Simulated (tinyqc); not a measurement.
Model-solid line-up of a strained alloy layer on a substrate, step by step. Values are carried at full precision from step to step, so a last printed digit may differ when a step is redone from the rounded ones.

All values of the alloy are linear in x but the gap, Eg(x) = (1 - x) Eg_A + x Eg_B - C x (1 - x), and the valence edge, Ev(x) = (1 - x) Ev_A + x Ev_B + fv C x (1 - x); Ec = Ev + Eg. Ev is the top of the unstrained valence band on a scale common to all materials. In the layer only the Gamma valley of the conduction band is followed, also where an X or L valley would lie lower.

Inputs chosen for the exercise (A near GaP, B near GaAs, substrate near GaAs; not measured data): a = (5.456, 5.645) angstrom (lattice constant of A, B); Eg = (2.845, 1.533) eV (gap at Gamma to the s-like level of A, B); Dso = (0.08, 0.341) eV (spin-orbit splitting of A, B); Ev = (-1.28, -0.8) eV (top of the unstrained valence band of A, B); ac = (-8.14, -7.21) eV (conduction deformation potential of A, B); av = (1.69, 1.16) eV (valence hydrostatic potential of A, B); b = (-1.6, -2) eV (tetragonal shear potential of A, B); d = (-4.64, -4.81) eV (trigonal shear potential of A, B); C11 = (140.6, 121.9) GPa (of A, B); C12 = (62.9, 56.7) GPa (of A, B); C44 = (69.7, 60.4) GPa (of A, B); C = 0.168 eV (bowing of the gap); fv = 0 (share of the bowing taken by the valence edge); x = 0.6 (fraction of B); a_s = 5.645 angstrom (substrate); face = 111 (growth face); Eg_s = 1.533 eV (lowest gap of the substrate); Ev_s = -0.8 eV (substrate valence edge); e14 = -0.148 C/m^2 (piezoelectric constant of the layer); eps = 11.3 (dielectric constant); Lw = 6 nm (thickness of the layer).

## Values of the alloy

Interpolate.

Alloy at x (a in angstrom, C11, C12, C44 in GPa, all else in eV):
```
symbol     value
a         5.5694
Eg        2.0175
Dso       0.2366
Ev       -0.9920
ac       -7.5820
av        1.3720
b        -1.8400
d        -4.7420
C11     129.3800
C12      59.1800
C44      64.1200
```

## Strain on the (111) substrate

Coherent growth on a (111) face: e_par = (a_s - a)/a, e_perp = -(2 C11 + 4 C12 - 4 C44)/(C11 + 2 C12 + 4 C44) e_par; exx = eyy = ezz = (2 e_par + e_perp)/3 and exy = eyz = ezx = (e_perp - e_par)/3.

Use the values of the alloy.

e_par = 0.013574
e_perp = -0.006434

strain tensor in the cubic axes:
```
           x          y          z
x   0.006905  -0.006669  -0.006669
y  -0.006669   0.006905  -0.006669
z  -0.006669  -0.006669   0.006905
```

The layer is under tension in the plane; its volume changes by +2.071 %.

## Strained band edges

Strained edges: Ec + ac tr(e); the valence edges are Ev plus the levels of the 6 x 6 matrix of X, Y, Z times spin with -Dso/3 + l exx + m (eyy + ezz) on the diagonal (cyclic), n exy off it, l = av + 2 b, m = av - b, n = sqrt(3) d. Spin-orbit term (Dso/3) L.sigma on X, Y, Z with (L_k)_ij = -i epsilon_kij: <X+|H|Y+> = -i Dso/3, <X+|H|Z-> = Dso/3, <Y+|H|Z-> = -i Dso/3, <Z+|H|X-> = -Dso/3, <Z+|H|Y-> = i Dso/3, <X-|H|Y-> = i Dso/3, and their conjugates; + and - are the spin along z.

Give the hydrostatic shifts, the strain block and the edges.

ac tr(e), av tr(e) (eV): -0.1571  0.0284

strain block (eV), lower triangle:
```
        X       Y       Z
X  0.0284
Y  0.0548  0.0284
Z  0.0548  0.0548  0.0284
```

Ec and the three valence edges from the top (eV): 0.8684  -0.8895  -1.0184  -1.2195

strained gap = 1.7579 eV

Strain moves the gap by -260 meV: -185 meV from the volume and -74 meV from the splitting of the valence edge, which always raises the top.

## Offsets against the substrate material

dEc = Ec(substrate) - Ec(layer), dEv = Ev(layer) - Ev(substrate); positive values confine the carrier in the layer. Type I: both of one sign; type II: opposite signs; type III: the gaps do not overlap.

Give also the smallest gap across the interface, min Ec - max Ev.

dEc = -0.1354 eV
dEv = -0.0895 eV

type: I

smallest gap = 1.5330 eV

Both carriers collect in the substrate material; the conduction band takes 60 % of the gap difference. Where the alloy is indirect its X or L edge, left out, lies lower and changes dEc.

## Piezoelectric polarisation

P_x = 2 e14 eyz and cyclic. The field along the normal n of the (111) face is -P.n/(eps eps0) in a layer between thick unstrained barriers, eps0 = 8.8541878e-12 F/m; 1 kV/cm = 1e5 V/m.

P (C/m^2): 0.001974  0.001974  0.001974

P.n = 0.003419 C/m^2
field along n = -341.8 kV/cm
potential drop across the layer = 205.1 mV

The drop of 205 meV tilts both band edges, pulls electrons and holes to opposite faces and lowers the transition; a (001) layer has no shear and no such field.

Computed by tinyqc, a small Python program: `OMP_NUM_THREADS=1 python tinyqc.py 1080806 1080807 out.jsonl` (the numbers bound the seed that draws the inputs); one thread of a shared host (Intel(R) Xeon(R) Processor @ 2.30GHz), about 0.01 s for the whole set of steps.
